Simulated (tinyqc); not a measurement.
Worked calculation: Hubbard ring of 5 sites. One step of it, computed by the program tinyqc.

Task: Mean-field iteration 2. H(up) = T + U n(down), H(down) = T + U n(up); fill the lowest levels; n(new) = n + mixing (n(out) - n); E = tr T (rho up + rho down) + U sum n_up n_down of the output.

one-body matrix (hopping and site energies) (eV), lower triangle:
```
,1,2,3,4,5
1,-0.850000
2,-0.700000,-0.450000
3,0.000000,-0.700000,-0.710000
4,0.000000,0.000000,-0.700000,0.560000
5,-0.700000,0.000000,0.000000,-0.700000,-0.820000
```

U = 3.600000 eV

electrons, up and down: 1  1

mixing = 1

n(up) after iteration 1: 1 0.346068, 2 0.196945, 3 0.144257, 4 0.059378, 5 0.253351

n(down) after iteration 1: 1 0.346068, 2 0.196945, 3 0.144257, 4 0.059378, 5 0.253351

Give: levels, up; levels, down; energy; n(up) after iteration 2; n(down) after iteration 2.

Result:

levels, up (eV): -1.184  -0.384  -0.002  1.361  1.539

levels, down (eV): -1.184  -0.384  -0.002  1.361  1.539

energy = -2.941 eV

n(up) after iteration 2: 1 0.151, 2 0.221, 3 0.337, 4 0.125, 5 0.166

n(down) after iteration 2: 1 0.151, 2 0.221, 3 0.337, 4 0.125, 5 0.166
